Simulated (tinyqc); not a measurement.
# Changing the HCl added

Model: speciation in dilute and buffered hydrofluoric acid, oxide etch rate and bath loading. Computed by tinyqc, a small Python program. Command: `OMP_NUM_THREADS=1 python tinyqc.py 3120705 3120706 out.jsonl hfetch sweep`. One thread of a shared host (Intel(R) Xeon(R) Processor @ 2.30GHz), about 0.01 s of CPU time with the checks.

Concentrations stand for activities, NH4+ and Cl- are spectators, and water ionisation is neglected. H, F and HF2 denote the ions H+, F- and HF2-. The base temperature is 298 K.

Inputs (values chosen for the exercise, of the order of those for thermal oxide at room temperature):

| quantity | value | unit |
|---|---|---|
| HF added | 0.32 | mol/L |
| NH4F added | 0.41 | mol/L |
| K1 = [H][F]/[HF] | 0.000751 | mol/L |
| K2 = [HF2]/([HF][F]) | 3.58 | L/mol |
| K3 = [H2F2]/[HF]^2 | 2.63 | L/mol |
| rate constant of neutral HF k_a | 13 | nm L/(min mol) |
| rate constant of HF2 k_b | 67 | nm L/(min mol) |
| activation energy | 0.34 | eV |
| temperature error | 0.26 | K |
| oxide removed per wafer | 14 | nm |

Constants: k_B = 8.617333262e-05 eV/K.

Method:
- Fluoride balance: [HF] + [F] + 2 [HF2] + 2 [H2F2] = HF added + NH4F added. Acid balance: [H] + [HF] + [HF2] + 2 [H2F2] = HF added + HCl added. For a trial [H], [HF] = [H][F]/K1, and the fluoride balance is a quadratic in [F].
- The root is refined to 1e-13 in pH = -log10 [H].
- Rate = k_a ([HF] + 2 [H2F2]) + k_b [HF2], an empirical two-term form.
- Time = oxide/rate; a temperature error changes the rate by exp((E_a/k_B)(1/298 - 1/(298 + error))) - 1.

One run for each value:

| HCl added (mol/L) | etch rate (nm/min) | pH | [HF2] (mol/L) | share of HF2 in the rate (%) |
|---|---|---|---|---|
| 0.001 | 10.84 | 3.499 | 1.235e-01 | 7.634e+01 |
| 0.0026 | 10.86 | 3.494 | 1.235e-01 | 7.620e+01 |
| 0.0067 | 10.91 | 3.481 | 1.235e-01 | 7.583e+01 |
| 0.017 | 11.04 | 3.450 | 1.234e-01 | 7.488e+01 |
| 0.045 | 11.32 | 3.365 | 1.219e-01 | 7.214e+01 |
| 0.12 | 11.70 | 3.143 | 1.109e-01 | 6.351e+01 |
| 0.3 | 10.88 | 2.513 | 5.294e-02 | 3.260e+01 |
| 0.77 | 9.51 | 0.442 | 6.215e-04 | 4.379e-01 |
| 2 | 9.49 | -0.201 | 1.415e-04 | 9.986e-02 |

Describe and explain the trends.

Over the rows, etch rate (nm/min) goes from 10.8 through a maximum among these rows, 11.7 at 0.120, to 9.49; pH falls from 3.50 to -0.201; [HF2] (mol/L) goes from 0.123 through a maximum among these rows, 0.123 at 0.00670, to 1.42e-4. Added acid turns F and HF2 into neutral HF, the slower species in this rate law.

Caution (all rows): at ionic strengths above about 0.5 mol/L activities differ much from concentrations, so pH and rates are only indicative.

Extremes, crossings and ranges named in words are read from the listed rows.
